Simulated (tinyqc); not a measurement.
Neutral against charged centre: trap in a gate oxide as a short-range spherical well.

Lucovsky model (delta well, plane-wave final states, no local-field factor): sigma = (32 pi alpha c/(3 n_r m Et)) (x - 1)^(3/2)/x^3, x = h nu/Et, c = hbar^2/2m0; 1 angstrom^2 = 1e-16 cm^2.

Constants: hbar^2/2m0 = 3.80998211 eV angstrom^2; fine-structure constant alpha = 0.007297352564.

Values chosen for the exercise (out of a larger set: near those of SiO2 on 4H SiC; not measured data):
```
symbol  value                                             unit  meaning
m       0.449                                             m0    mass
n_r     1.5                                                     refractive index
xs      (1.03, 1.17, 1.41, 1.78, 2.27, 3.05, 4.71, 8.46)        photon energies h nu/Et
```

Et = 2.98408 eV

Lucovsky cross-section, its shape relative to the peak, and the shape of a hydrogen-like centre relative to threshold: x^-4 exp(4 - 4 atan(e)/e)/(1 - exp(-2 pi/e)), e = sqrt(x - 1).

Results:
```
x     h nu (eV)  sigma (1e-18 cm^2)  relative to peak  hydrogen-like
1.03      3.074               0.220             0.038          0.924
1.17      3.491                2.03             0.350          0.656
1.41      4.208                4.34             0.749          0.394
1.78      5.312                5.66             0.977          0.206
2.27      6.774                5.67             0.979          0.103
3.05      9.101                4.80             0.828          0.044
4.71     14.055                3.17             0.547          0.012
8.46     25.245                1.56             0.269          0.002
```

The short-range centre starts from zero, reaches half its peak at x = 1.24 and peaks at x = 2; in the last row it still has 27 % of the peak. The Coulomb centre is largest at threshold and is down to 0.2 % there. Reading the peak as the threshold would misplace the level by a factor 2, here 2.98 eV. Rows above the gap, about 9 eV, are hidden by band-to-band absorption.

Computed by tinyqc, a small Python program: `OMP_NUM_THREADS=1 python tinyqc.py 1252336 1252337 out.jsonl` (the numbers bound the seed that draws the inputs); one thread of a shared host (Intel(R) Xeon(R) Processor @ 2.30GHz), about 0.01 s for the whole set of steps.
